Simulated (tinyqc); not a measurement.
Bloch-Grueneisen resistivity of a metal: one step, computed by the program tinyqc.

Electrons scatter from a Debye spectrum of phonons (n = 5 for scattering within one band, n = 3 for scattering into a second, heavy band) and from static defects.

Problem. Total resistivity and derived numbers. J_n(y) = int_0^y x^n e^x/(e^x - 1)^2 dx, by 96 Gauss-Legendre points (upper limit at most 60). rho_ph = (n - 1) rho_1 (T/Theta)^n J_n(Theta/T), with rho_1 = 2 pi lambda_tr k_B Theta/(hbar eps_0 w_p^2), the high-temperature line at T = Theta. Matthiessen's rule: rho = rho_0 + rho_ph. Temperature coefficient (1/rho) d rho/dT by a central difference of +/- 0.5 K; residual ratio rho(295 K)/rho(4.2 K); scattering time tau = 1/(eps_0 w_p^2 rho); Wiedemann-Franz kappa = L_0 T/rho, L_0 = (pi^2/3)(k_B/e)^2.

Inputs (values chosen for the exercise, modelled on cobalt):
```
quantity                       value         unit
exponent n                         3            -
Debye temperature Theta          390            K
transport coupling lambda_tr    0.25            -
Drude plasma energy hbar w_p     6.8           eV
residual resistivity rho_0    0.0081  microohm cm
temperature T                    400            K
```

Addition: none.

Constants: k_B = 1.380649e-23 J/K; hbar = 1.054571817e-34 J s; eps_0 = 8.8541878128e-12 F/m; hbar = 6.582119569e-16 eV s; k_B = 8.617333262e-05 eV/K.

Give: resistivity rho; temperature coefficient; residual resistance ratio; scattering time; Wiedemann-Franz conductivity.

Solution.

resistivity rho = 8.379 microohm cm

temperature coefficient = 2.691 1e-3/K

residual resistance ratio = 725.3

scattering time = 12.63 fs

Wiedemann-Franz conductivity = 116.6 W/(m K)

The coefficient is 1.08 times 1/T; it exceeds 1/T because the phonon part, extended linearly, meets zero above T = 0. Caution: scattering from magnetic disorder, left out here, raises the resistivity of this ferromagnet well above the phonon value.
